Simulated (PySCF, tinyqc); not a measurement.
Worked calculation: FCI on RHF in the sto-3g basis, for H4, spin multiplicity 1. The lowest restricted solution is unstable here: a spin-polarised one lies 0.0238 hartree lower (PySCF). One step of it, computed by the program tinyqc.

Task: FCI: roots. Diagonalise (each vector has its largest component positive (the first on a tie)); all determinants have Ms = 0, so triplets appear too. The lowest singlet root is the correlation energy.

Occupation strings over the orbitals (2 doubly, a alpha, b beta, 0 empty; spin orbitals ordered 1a 1b 2a 2b ...): 2200 aabb 2020 abab 2002 abba baab 0220 baba 0202 bbaa 0022

H - E(HF) between determinants (hartree), lower triangle:
```
           2200       aabb       2020       abab       2002       abba       baab       0220
2200   0.000000
aabb  -0.031628   0.777920
2020   0.093019   0.090767   0.464249
abab  -0.090767  -0.093019   0.069640   0.861862
2002   0.132254  -0.122395   0.175577   0.160407   0.944928
abba   0.122395  -0.132254  -0.160407  -0.175577  -0.038012   0.930099
baab   0.122395  -0.117607  -0.160407  -0.158226  -0.038012   0.000000   0.930099
0220   0.117607  -0.122395   0.158226   0.160407   0.000000  -0.038012  -0.038012   0.917616
baba  -0.090767  -0.088605   0.069640   0.000000   0.160407  -0.158226  -0.175577   0.160407
0202   0.088605   0.090767   0.000000   0.069640   0.158226  -0.160407  -0.160407   0.175577
bbaa  -0.031628   0.000000   0.090767  -0.088605  -0.122395  -0.117607  -0.132254  -0.122395
0022   0.000000  -0.031628   0.088605  -0.090767   0.117607   0.122395   0.122395   0.132254

           baba      0202       bbaa      0022
baba   0.861862
0202   0.069640  1.288089
bbaa  -0.093019  0.090767   0.777920
0022  -0.090767  0.093019  -0.031628  1.616115
```

Give: lowest roots of this matrix, relative to E(HF); lowest vectors; <S^2> of these roots; weight of the ground state by excitation level 0, 1, 2, ....

Result:

lowest roots of this matrix, relative to E(HF) (hartree): -0.1135  0.2368  0.3464  0.6645  0.7761  0.8584  0.9320  0.9354

lowest vectors:
```
       root 1   root 2  root 3   root 4
2200   0.9320   0.1138  0.0000   0.2838
aabb   0.0187  -0.2171  0.4082   0.2308
2020  -0.1970   0.7609  0.0000   0.5017
abab   0.1090   0.0917  0.4082  -0.3188
2002  -0.1167  -0.3470  0.0000   0.3153
abba  -0.1277   0.1254  0.4082   0.0879
baab  -0.1277   0.1254  0.4082   0.0879
0220  -0.1094  -0.3429  0.0000   0.4225
baba   0.1090   0.0917  0.4082  -0.3188
0202  -0.0786   0.1651  0.0000  -0.1607
bbaa   0.0187  -0.2171  0.4082   0.2308
0022   0.0608  -0.0177  0.0000  -0.1968
```

<S^2> of these roots: 0.0000  0.0000  6.0000  0.0000  2.0000  2.0000  0.0000  2.0000

weight of the ground state by excitation level 0, 1, 2, ...: 0.8687  0.0000  0.1276  0.0000  0.0037

The reference has a weight of only 0.87: one determinant is a poor start here.
